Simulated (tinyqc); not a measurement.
Vertical double-diffused power MOSFET, components of the on-resistance: one step of the calculation.

Stripe cells of pitch Wp + a, two channels a cell. Current flows through the channels, spreads in the accumulation layer, passes the gap between the p bodies and spreads at 45 degrees into the drift layer below them. Low drain voltage, full ionisation.

Task. Drift layer. Triangular field at breakdown with Ec = Kc N^(1/8): BV = eps0 eps_r Ec^2/(2 q N), so N = (eps0 eps_r Kc^2/(2 q BV))^(4/3); W = 2 BV/Ec; mu = mud (T/300 K)^(-bt); rho = 1/(q mu N); ideal resistance rho W.

Inputs (values chosen for the exercise); bulk values close to those of 4H silicon carbide:
```
symbol,value,unit,meaning
T,450,K,temperature
eps_r,9.73,,relative permittivity
Kc,22500,V/cm per (cm^-3)^(1/8),critical-field constant
BV,900,V,rated breakdown voltage of the drift layer
mud,827,cm^2/(V s),drift mobility at 300 K
bt,2.1,,temperature exponent of the drift mobility
```

Constants: q = 1.602176634e-19 C, eps0 = 8.8541878128e-14 F/cm where lengths are in cm. Results are converted to the units shown.

Wanted: N; Ec; W; mu; rho; ideal resistance.

Result.

N = 1.736e16 cm^-3
Ec = 2.411 MV/cm
W = 7.467 um
mu = 353.0 cm^2/(V s)
rho = 1.019 ohm cm
ideal resistance = 0.7607 mohm cm^2

tinyqc, about 0.01 s, one thread, Intel Xeon 2.30GHz (shared host): `OMP_NUM_THREADS=1 python tinyqc.py 2230039 2230040 out.jsonl`
